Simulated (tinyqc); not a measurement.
Telling the models apart: thermal, flicker and telegraph noise of a field-effect transistor. Computed by tinyqc, a small Python program. Command: `OMP_NUM_THREADS=1 python tinyqc.py 3025265 3025266 out.jsonl noise walk`. One thread of a shared host (Intel(R) Xeon(R) Processor @ 2.30GHz), about 0.01 s of CPU time with the checks.

Strong inversion, threshold roll-off and channel-length modulation left out; noise sources are uncorrelated and are given as one-sided spectral densities. The drain voltage is 50 mV.

Inputs (values chosen for the exercise, modelled on a high-k silicon transistor):

| quantity | value | unit |
|---|---|---|
| width W | 0.3 | micrometre |
| length L | 50 | nm |
| electrical oxide thickness t | 2.2 | nm |
| mobility mu | 180 | cm^2/(V s) |
| oxide trap density N_t | 3.6e+17 | 1/(eV cm^3) |
| oxide barrier phi | 2.2 | eV |
| oxide mass m_ox | 0.33 | m_0 |
| frequency f | 6000 | Hz |
| temperature T | 400 | K |

Operating region: linear. Flicker model: number fluctuation.

Constants: eps_0 = 8.8541878128e-12 F/m; hbar = 1.054571817e-34 J s; m_0 = 9.1093837015e-31 kg; e = 1.602176634e-19 C; k_B = 8.617333262e-05 eV/K.

Method. C_ox = 3.9 eps_0/t; I = mu C_ox (W/L) V_ov V_D; g_m = I/V_ov; g_d0 = I/V_D. Tunnelling length lambda = hbar/(2 sqrt(2 m_ox phi)); flat-band noise S_Vfb = e^2 k_B T lambda N_t/(W L C_ox^2 f). S_I = g_m^2 S_Vfb.

Against the overdrive:

| V_ov (V) | I (microampere) | (g_m/I)^2 (1/V^2) | S_I/I^2 (1/Hz) | S_I/g_m^2 (V^2/Hz) |
|---|---|---|---|---|
| 0.20 | 16.952 | 25.000 | 4.1137e-11 | 1.6455e-12 |
| 0.25 | 21.190 | 16.000 | 2.6328e-11 | 1.6455e-12 |
| 0.32 | 27.123 | 9.766 | 1.6069e-11 | 1.6455e-12 |
| 0.40 | 33.903 | 6.250 | 1.0284e-11 | 1.6455e-12 |
| 0.50 | 42.379 | 4.000 | 6.5820e-12 | 1.6455e-12 |
| 0.63 | 53.398 | 2.520 | 4.1459e-12 | 1.6455e-12 |
| 0.80 | 67.807 | 1.562 | 2.5711e-12 | 1.6455e-12 |
| 1.00 | 84.759 | 1.000 | 1.6455e-12 | 1.6455e-12 |

What follows from these numbers?

S_I/I^2 falls as V_ov^-2.00 at first and V_ov^-2.00 at the end; (g_m/I)^2 as V_ov^-2.00 and V_ov^-2.00. The two run parallel and the input-referred noise is flat: the mark of pure number fluctuation.
